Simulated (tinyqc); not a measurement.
Resistance of a source-drain extension with a graded tip: two steps of the calculation.

y runs along the channel, the gate covers y > 0. The doping is N0 for y < y0 and N0 10^(-(y - y0)/la) beyond, uniform over the depth xj. Sheet conductance s(y) = q mu(N) max(N - Nch, 0) xj + (for y > 0) ma Cox Vo, with mu(N) = u0 + (u1 - u0)/(1 + (N/Nr)^au) and Cox = eps0 eox/tox. Current is taken as one-dimensional; depletion of the tip, spreading and the contact are left out. The metallurgical junction lies at yj, where N = Nch.

Inputs (values chosen for the exercise); mobility law close to that of electrons in silicon: relative permittivity of the gate insulator (close to silicon dioxide) eox = 3.9; insulator thickness tox = 1.5 nm; active doping of the extension far from the gate N0 = 1.9e20 cm^-3; lateral abruptness la = 3.7 nm/decade; position under the gate where the fall begins (gate edge at 0) y0 = -0.2 nm; depth of the extension xj = 7 nm; channel doping Nch = 3.2e17 cm^-3; gate overdrive Vo = 0.31 V; mobility of the gate-induced layer ma = 250 cm^2/(V s); mobility at low doping u1 = 1414 cm^2/(V s); mobility at high doping u0 = 68.5 cm^2/(V s); reference doping Nr = 9.2e16 cm^-3; exponent au = 0.711; gate length Lg = 50 nm.

Constants: q = 1.602176634e-19 C, eps0 = 8.8541878128e-14 F/cm where lengths are in cm. Results are converted to the units shown.

Problem 1. Sheet resistances and junction position. yj = y0 + la log10(N0/Nch); sheet resistance of the full extension 1/[q mu(N0)(N0 - Nch) xj] and of the gate-induced layer 1/(ma Cox Vo); metallurgical length Lg - 2 yj; ye is where the doped and the gate-induced conductances are equal.

Give: yj; sheet resistance of the extension; sheet resistance of the induced layer; metallurgical length; ye; N at ye.

Solution 1.

yj = 10.06 nm
sheet resistance of the extension = 631.9 ohm/square
sheet resistance of the induced layer = 5605 ohm/square
metallurgical length = 29.88 nm
ye = 3.787 nm
N at ye = 1.589e19 cm^-3

The gate takes over 6.28 nm before the junction, where N is still 49.7 times the channel doping.

Problem 2. Resistance of the overlapped part. Midpoint rule on 9 equal steps from 0 to yj: R_ov = sum h/s(y), per width.

Find: y; N; doped conductance; sheet resistance; R_ov.

Solution 2.

```
point   y (nm)  N (cm^-3)  doped conductance (uS)  sheet resistance (ohm/square)
0      0.55902  1.1847e20                  1016.7                         836.76
1       1.6771  5.9080e19                  539.97                         1392.0
2       2.7951  2.9462e19                  295.45                         2110.3
3       3.9131  1.4693e19                  167.70                         2889.2
4       5.0312  7.3270e18                  98.872                         3606.4
5       6.1492  3.6539e18                  59.825                         4197.5
6       7.2672  1.8221e18                  35.767                         4669.0
7       8.3853  9.0867e17                  19.096                         5063.1
8       9.5033  4.5314e17                  5.9150                         5425.1
```

R_ov = 33.753 ohm um

Numbers from tinyqc (`OMP_NUM_THREADS=1 python tinyqc.py 2282117 2282118 out.jsonl`; about 0.03 s on one thread of a shared Intel Xeon 2.30GHz).
